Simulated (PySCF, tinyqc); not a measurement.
RHF in the sto-6g basis, for H4, spin multiplicity 1, step by step. The lowest restricted solution is unstable here: a spin-polarised one lies 0.1029 hartree lower (PySCF). One step of it, computed by the program tinyqc.

Problem. Iteration 2: DIIS coefficients. Solve [B -1; -1 0][c; lambda] = [0; -1] for the coefficients, which sum to one.

B (overlaps of the stored error matrices):
```
               1              2
1  7.4381851e-05  3.1507203e-04
2  3.1507203e-04  1.6988761e-03
```

Give: DIIS coefficients.

Solution.

DIIS coefficients: 1.211  -0.211
